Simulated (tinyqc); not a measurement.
ROHF in the 6-31g basis, for H4+, spin multiplicity 2, step by step. One step of it, computed by the program tinyqc.

Question. Iteration 39 (converged): orbitals. Diagonalise F' = X^T F X, C = X C', fill 2 alpha and 1 beta electrons from the bottom; D(s) = C_occ C_occ^T. Each column has its largest component positive (the first on a tie).

converged F (hartree), lower triangle:
```
           1H 1s      1H 2s      2H 1s      2H 2s      3H 1s      3H 2s      4H 1s      4H 2s
1H 1s  -0.304159
1H 2s  -0.643337  -0.604555
2H 1s  -0.554368  -0.568158  -0.304159
2H 2s  -0.568158  -0.587244  -0.643337  -0.604555
3H 1s  -0.058467  -0.202451  -0.042537  -0.174366  -0.304167
3H 2s  -0.202458  -0.326288  -0.174374  -0.306985  -0.643322  -0.604534
4H 1s  -0.042537  -0.174366  -0.058467  -0.202451  -0.554357  -0.568140  -0.304167
4H 2s  -0.174374  -0.306985  -0.202458  -0.326288  -0.568140  -0.587220  -0.643322  -0.604534
```

X, lower triangle:
```
           1H 1s      1H 2s      2H 1s      2H 2s      3H 1s      3H 2s      4H 1s     4H 2s
1H 1s   1.270126
1H 2s  -0.520201   1.888600
2H 1s  -0.089938   0.041678   1.270126
2H 2s   0.041678  -0.842798  -0.520201   1.888600
3H 1s   0.005447   0.047266   0.000085   0.006404   1.270126
3H 2s   0.047266  -0.359166   0.006404   0.149320  -0.520201   1.888600
4H 1s   0.000085   0.006404   0.005447   0.047266  -0.089938   0.041678   1.270126
4H 2s   0.006404   0.149320   0.047266  -0.359166   0.041678  -0.842798  -0.520201  1.888600
```

Give: F' = X^T F X; orbital energies; coefficients C; D(alpha) after iteration 39; D(beta) after iteration 39.

Answer.

F' = X^T F X (hartree), lower triangle:
```
         1        2        3        4        5        6        7       8
1   0.2254
2  -0.5652   0.0308
3  -0.3445  -0.1099   0.2254
4  -0.1099  -0.1809  -0.5652   0.0308
5   0.0223  -0.0324   0.0185  -0.0220   0.2254
6  -0.0324  -0.1301  -0.0220  -0.0403  -0.5652   0.0308
7   0.0185  -0.0220   0.0223  -0.0324  -0.3445  -0.1099   0.2254
8  -0.0220  -0.0403  -0.0324  -0.1301  -0.1099  -0.1808  -0.5652  0.0308
```

orbital energies (hartree): MO1 -0.9388, MO2 -0.6969, MO3 -0.1698, MO4 -0.0305, MO5 0.5402, MO6 0.5575, MO7 0.8654, MO8 0.8980

coefficients C:
```
          MO1      MO2      MO3      MO4      MO5      MO6      MO7      MO8
1H 1s  0.2213  -0.2700   0.1416   0.1635   0.5892  -0.5859  -0.7166  -0.7234
1H 2s  0.1815  -0.2096   0.8036   1.1183  -0.4319   0.6491   0.8103   1.2105
2H 1s  0.2213  -0.2700  -0.1416  -0.1635   0.5892  -0.5859   0.7166   0.7234
2H 2s  0.1815  -0.2096  -0.8036  -1.1183  -0.4319   0.6491  -0.8103  -1.2105
3H 1s  0.2213   0.2700   0.1416  -0.1635   0.5900   0.5852  -0.7172   0.7228
3H 2s  0.1815   0.2096   0.8037  -1.1182  -0.4327  -0.6486   0.8112  -1.2099
4H 1s  0.2213   0.2700  -0.1416   0.1635   0.5900   0.5852   0.7172  -0.7228
4H 2s  0.1815   0.2096  -0.8037   1.1182  -0.4327  -0.6486  -0.8112   1.2099
```

D(alpha) after iteration 39, lower triangle:
```
         1H 1s    1H 2s    2H 1s    2H 2s   3H 1s   3H 2s   4H 1s   4H 2s
1H 1s   0.1219
1H 2s   0.0968   0.0769
2H 1s   0.1219   0.0968   0.1219
2H 2s   0.0968   0.0769   0.0968   0.0769
3H 1s  -0.0239  -0.0164  -0.0239  -0.0164  0.1219
3H 2s  -0.0164  -0.0110  -0.0164  -0.0110  0.0968  0.0769
4H 1s  -0.0239  -0.0164  -0.0239  -0.0164  0.1219  0.0968  0.1219
4H 2s  -0.0164  -0.0110  -0.0164  -0.0110  0.0968  0.0769  0.0968  0.0769
```

D(beta) after iteration 39, lower triangle:
```
        1H 1s   1H 2s   2H 1s   2H 2s   3H 1s   3H 2s   4H 1s   4H 2s
1H 1s  0.0490
1H 2s  0.0402  0.0329
2H 1s  0.0490  0.0402  0.0490
2H 2s  0.0402  0.0329  0.0402  0.0329
3H 1s  0.0490  0.0402  0.0490  0.0402  0.0490
3H 2s  0.0402  0.0329  0.0402  0.0329  0.0402  0.0329
4H 1s  0.0490  0.0402  0.0490  0.0402  0.0490  0.0402  0.0490
4H 2s  0.0402  0.0329  0.0402  0.0329  0.0402  0.0329  0.0402  0.0329
```
